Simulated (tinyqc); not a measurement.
Inside a calculation: band offset from the macroscopic average of a supercell potential. Values are carried at full precision from step to step, so a last printed digit may differ when a step is redone from the rounded ones.

A model of the planar-averaged electrostatic energy of an electron in a periodic cell of N1 periods of A (L1 = N1 n1 h) and N2 periods of B (L2 = N2 n2 h), on z_j = j h: V(z) = f VA + (1 - f) VB + F t(z), VA = V1[0] + V1[1] cos(2 pi z/(n1 h)) + V1[2] cos(4 pi z/(n1 h)), VB the same with V2, n2 and z - L1. f = [tanh(z/w) - tanh((z - L1)/w) + tanh((z - L1 - L2)/w)]/2 + 1/2; t(z) = z - L1/2 in A and (L1/L2)(L1 + L2/2 - z) beyond, so that the cell is periodic.

Constants: e^2/(4 pi eps0) = 14.39964547 eV angstrom.

Values chosen for the exercise (gaps near those of Si and HfO2; the results hold for these values, not for the real material):
- h = 0.3 angstrom (grid step)
- n1 = 5 (grid points per period of A)
- n2 = 5 (grid points per period of B)
- N1 = 4 (periods of A)
- N2 = 5 (periods of B)
- V1 = (-4.93, 3.5, 0.31) eV (mean and two harmonics of the potential in A)
- V2 = (-8.51, 4.09, -0.27) eV (the same in B)
- w = 0.32 angstrom (width of the interfaces)
- F = 0 eV/angstrom (slope in A from opposite charges on the two interfaces)
- Ev1 = 7.16 eV (valence top of bulk A above its mean potential)
- Eg1 = (0.61, 1.21) eV (gap of A: semi-local value, corrected value)
- fv1 = 0.48 (share of the correction that lowers the valence top of A)
- Ev2 = 7.86 eV (valence top of bulk B above its mean potential)
- Eg2 = (4.16, 5.79) eV (gap of B: semi-local value, corrected value)
- fv2 = 0.4 (the same share for B)
- eps = 5.1 (dielectric constant at the interface)

## The planar average

Evaluate V on the grid, j = 0, 1, ...

V(z_j) (eV): [-2.905, -4.489, -7.763, -7.681, -4.101, -1.120, -4.099, -7.666, -7.666, -4.099, -1.120, -4.099, -7.666, -7.666, -4.099, -1.120, -4.101, -7.681, -7.763, -4.489, -2.905, -6.638, -11.805, -11.887, -7.026, -4.690, -7.028, -11.902, -11.902, -7.028, -4.690, -7.028, -11.902, -11.902, -7.028, -4.690, -7.028, -11.902, -11.902, -7.028, -4.690, -7.026, -11.887, -11.805, -6.638]

## Running means

Running mean over n points, periodic: for odd n the plain mean of the n points centred on j; for even n the n + 1 points with half weight at both ends. The macroscopic average applies the mean over n1 points and then over n2 points.

Apply the first mean, then the second.

after the mean over n1 points (eV): [-6.720, -5.895, -5.388, -5.031, -4.953, -4.933, -4.930, -4.930, -4.930, -4.930, -4.930, -4.930, -4.930, -4.930, -4.930, -4.933, -4.953, -5.031, -5.388, -5.895, -6.720, -7.545, -8.052, -8.409, -8.487, -8.507, -8.510, -8.510, -8.510, -8.510, -8.510, -8.510, -8.510, -8.510, -8.510, -8.510, -8.510, -8.510, -8.510, -8.510, -8.507, -8.487, -8.409, -8.052, -7.545]

macroscopic average (eV): [-6.720, -6.116, -5.597, -5.240, -5.047, -4.956, -4.935, -4.931, -4.930, -4.930, -4.930, -4.930, -4.930, -4.931, -4.935, -4.956, -5.047, -5.240, -5.597, -6.116, -6.720, -7.324, -7.843, -8.200, -8.393, -8.484, -8.505, -8.509, -8.510, -8.510, -8.510, -8.510, -8.510, -8.510, -8.510, -8.510, -8.510, -8.510, -8.509, -8.505, -8.484, -8.393, -8.200, -7.843, -7.324]

Around the middle of B the first mean varies by 0 meV over five points and the second by 0 meV.

## The potential line-up

Read the macroscopic average in the middle of each region, j = 10 and j = 32, and its slope in A by a central difference over two points each way.

plateau in A = -4.930 eV
plateau in B = -8.510 eV
dV = B - A = -3.580 eV
slope in A = 0.000 eV/angstrom

The plateaus are flat, so the line-up is well defined.

## Band offsets

dEv = Ev(A) - Ev(B) = Ev1 - (dV + Ev2); dEc = Ec(B) - Ec(A) = Eg2 - Eg1 - dEv. The correction of a gap, c = Eg[1] - Eg[0], lowers the valence top by fv c and leaves dV, a ground-state quantity, as it is. Type I: dEv and dEc of one sign; II: opposite signs; III: no overlap of the gaps.

Give the offsets with semi-local and with corrected band edges.

dEv, dEc, semi-local (eV): [2.880, 0.670]

lowering of the valence tops of A and B (eV): [0.288, 0.652]

dEv, dEc, corrected (eV): [3.244, 1.336]

The correction moves dEv by +0.36 eV and dEc by +0.67 eV; the type stays I.

## The dipole behind the step

A step dV of the mean electron energy from A to B across an interface equals 4 pi (e^2/4 pi eps0) times a dipole per area p (in e angstrom per angstrom^2). For a change of 0.1 eV in dV, give the charge per area moved over 2 angstrom in a medium of dielectric constant eps: sigma = 0.1 eps/(4 pi (e^2/4 pi eps0) 2). 1 angstrom^-2 = 1e16 cm^-2.

|p| = 0.01978 e/angstrom
sigma = 1.41e+13 e/cm^2

With about 7e14 atoms per cm^2 in a plane (as on a silicon (100) face), 2.0 % of an electron per atom shifts the line-up by 0.1 eV.

## Checks

- Line-up in a cell of 14 + 14 periods without slope against V2[0] - V1[0] (eV): both -3.5800.

Run: tinyqc, `OMP_NUM_THREADS=1 python tinyqc.py 1880491 1880492 out.jsonl`; Intel(R) Xeon(R) Processor @ 2.30GHz, one thread, shared host; about 0.01 s of CPU time with all checks.
